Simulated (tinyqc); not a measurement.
Thermoelectric coefficients of a parabolic band, Landauer integrals: one step of the calculation.

Bulk parabolic band, x = (E - Ec)/kB T, C = hbar^2/(2 m0), kB T in eV. Modes per area gv m kB T x/(4 pi C) times the back-scattering length l0 x^rr give the transport function s0 X(x), s0 = (2 q^2/h) gv m kB T l0/(4 pi C), X = x^(1 + rr). I_k = int X (x - eta)^k w dx, w = 1/(4 cosh^2((x - eta)/2)).

Problem. The three integrals on a coarse grid. Simpson's rule on nE equally spaced points from xa to xe.

Values chosen for this exercise: energy exponent of that length rr = 0; reduced Fermi level (EF - Ec)/kB T eta = 3.3; lower end of the grid xa = 0; upper end of the grid xe = 15; points of the grid nE = 15.

Wanted: x; X; w; X w; I_0, I_1, I_2 on this grid.

Solution.

| point | x | X | w | X w |
|---|---|---|---|---|
| 0 | 0.000 | 0 | 0.034306 | 0 |
| 1 | 1.071 | 1.0714 | 0.087763 | 0.094032 |
| 2 | 2.143 | 2.1429 | 0.18198 | 0.38995 |
| 3 | 3.214 | 3.2143 | 0.24954 | 0.80210 |
| 4 | 4.286 | 4.2857 | 0.19791 | 0.84817 |
| 5 | 5.357 | 5.3571 | 0.10049 | 0.53833 |
| 6 | 6.429 | 6.4286 | 0.040185 | 0.25833 |
| 7 | 7.500 | 7.5000 | 0.014556 | 0.10917 |
| 8 | 8.571 | 8.5714 | 0.0050839 | 0.043576 |
| 9 | 9.643 | 9.6429 | 0.0017531 | 0.016905 |
| 10 | 10.714 | 10.714 | 6.0186e-4 | 0.0064485 |
| 11 | 11.786 | 11.786 | 2.0631e-4 | 0.0024315 |
| 12 | 12.857 | 12.857 | 7.0685e-5 | 9.0880e-4 |
| 13 | 13.929 | 13.929 | 2.4213e-5 | 3.3725e-4 |
| 14 | 15.000 | 15.000 | 8.2937e-6 | 1.2441e-4 |

I_0, I_1, I_2 on this grid: [3.3386, 3.0843, 11.908]

Range of the model: Parabolic bands, elastic scattering and a fixed kL make these model figures, not those of a material.

Numbers from tinyqc (`OMP_NUM_THREADS=1 python tinyqc.py 2800135 2800136 out.jsonl`; about 0.1 s on one thread of a shared Intel Xeon 2.30GHz).
